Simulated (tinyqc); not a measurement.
Chemical trend: level against potential: deep trap from a strong local potential in a two-band host (Koster-Slater model with semi-elliptic bands). Computed by tinyqc, a small Python program. Command: `OMP_NUM_THREADS=1 python tinyqc.py 3029616 3029617 out.jsonl deeptrap walk`. One thread of a shared host (Intel(R) Xeon(R) Processor @ 2.30GHz), about 0.03 s of CPU time with the checks.

The valence band spans -2 W_v to 0 and the conduction band E_g to E_g + 2 W_c. The orbital at the impurity site has weight f_v in the valence band and 1 - f_v in the conduction band, each spread as a semi-ellipse (2/(pi W^2)) sqrt(W^2 - x^2) about the band centre. The impurity adds U to this orbital. Spin is left out.

Inputs (values chosen for the exercise, with a gap close to that of GaSb): gap E_g = 0.743 eV; half-width of the valence band W_v = 4 eV; half-width of the conduction band W_c = 3 eV; valence weight f_v of the site orbital = 0.58.

Impurity: repulsive, acceptor-like.

Method:
- In the gap G(E) = f_v (2/W_v^2)[x - sqrt(x^2 - W_v^2)] - (1 - f_v)(2/W_c^2)[y - sqrt(y^2 - W_c^2)], x = E + W_v, y = E_g + W_c - E.
- G falls across the gap from G(0) to G(E_g). A repulsive U binds if U > 1/G(0), an attractive one if U < 1/G(E_g); the vacancy level (U infinite) solves G(E) = 0 (bisection).
- The trap level solves G(E) = 1/U (bisection). With D = -dG/dE = D_v + D_c, D_v = f_v (2/W_v^2)[x/sqrt(x^2 - W_v^2) - 1] and D_c = (1 - f_v)(2/W_c^2)[y/sqrt(y^2 - W_c^2) - 1], the weight on the impurity orbital is 1/(U^2 D) and the conduction-band character is D_c/D.
- U is 1.05, 1.2, 1.5, 2, 3, 5, 10 and 30 times the threshold, rounded to three digits; the largest values are formal and only show the vacancy limit.

repulsive threshold = 6.68616 eV

vacancy level = 0.452826 eV

Trend:
```
U (eV)  E_t (eV)  weight on the impurity  conduction character  E_t - vacancy level (eV)
7.02     0.00121                0.006896               0.02135                  -0.45162
8.02     0.01485                0.018617               0.07648                  -0.43798
10.00    0.05902                0.023716               0.16003                  -0.39380
13.40    0.13332                0.019219               0.25708                  -0.31950
20.10    0.22957                0.010462               0.36345                  -0.22325
33.40    0.31693                0.004071               0.45378                  -0.13589
66.90    0.38546                0.001021               0.52323                  -0.06737
201.00   0.43068                0.000111               0.56900                  -0.02215
```

dE_t/dU equals the weight on the impurity, which peaks at 0.024 (U = 10.0 eV) and falls to 1.1e-4 in the last row, so beyond the peak each further eV of potential moves the level less. The level nears the vacancy level, 0.453 eV, as 1/U: it is 0.067 eV away at 10 times the threshold and 0.022 eV at 30 times, and the state is then host-like.

Extremes, crossings and ranges named in words are read from the listed rows.
